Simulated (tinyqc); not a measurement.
The mobility curve: inversion-layer mobility, back-scattering and ballistic limit of a field-effect transistor. Computed by tinyqc, a small Python program. Command: `OMP_NUM_THREADS=1 python tinyqc.py 3014247 3014248 out.jsonl mos walk`. One thread of a shared host (Intel(R) Xeon(R) Processor @ 2.30GHz), about 0.01 s of CPU time with the checks.

The charge at the top of the source barrier is fixed by the gate; series resistance and short-channel effects are left out. F_j are Fermi integrals normalised to exp(eta) in the classical limit.

Inputs (values chosen for the exercise, modelled on a 4H-SiC n-channel):
```
quantity,value,unit
weight w of the inversion charge,0.5,-
permittivity eps,9.7,-
"phonon mobility at 1 MV/cm and 300 K, mu_ph",92,cm^2/(V s)
"roughness mobility at 1 MV/cm, mu_sr",74,cm^2/(V s)
"Coulomb mobility at N_inv = 1e12/cm^2, mu_C",35,cm^2/(V s)
electrical oxide thickness t_inv,1.9,nm
depletion charge N_dep,8.8e+11,1/cm^2
temperature T,77,K
```

Statistics at the top of the barrier: Fermi-Dirac.

Constants: eps_0 = 8.8541878128e-12 F/m; e = 1.602176634e-19 C.

Method. N_inv = 3.9 eps_0 (V_G - V_T)/(e t_inv); effective field E_eff = e (N_dep + w N_inv)/(eps eps_0). mu_phonon = mu_ph (E_eff/1 MV/cm)^(-0.3) (T/300 K)^(-1.75); mu_rough = mu_sr (E_eff/1 MV/cm)^(-2); mu_Coulomb = mu_C (N_inv/1e12 cm^-2) (T/300 K); Matthiessen's rule adds 1/mu.

Mobilities (cm^2/(V s)):
```
V_G - V_T (V),N_inv (1/cm^2),E_eff (MV/cm),phonon,roughness,Coulomb,total
0.03,3.4031e+11,0.1959,1621.0,1928.2,3.06,3.047
0.06,6.8061e+11,0.2276,1549.6,1428.0,6.11,6.064
0.12,1.3612e+12,0.2911,1439.3,873.1,12.23,11.959
0.20,2.2687e+12,0.3758,1333.3,524.1,20.38,19.333
0.35,3.9702e+12,0.5345,1199.5,259.0,35.67,30.551
0.50,5.6718e+12,0.6932,1109.5,154.0,50.95,37.008
0.75,8.5077e+12,0.9577,1007.0,80.7,76.43,37.776
1.00,1.1344e+13,1.2222,935.9,49.5,101.90,32.187
1.50,1.7015e+13,1.7512,840.2,24.1,152.85,20.335
```

The lowest part is Coulomb from 0.0300 to 0.750, roughness from 1.00 to 1.50 V. The total peaks at 38 near E_eff = 0.96 MV/cm: screening lifts it at low density and the field presses it down at high density.

Extremes, crossings and ranges named in words are read from the listed rows.
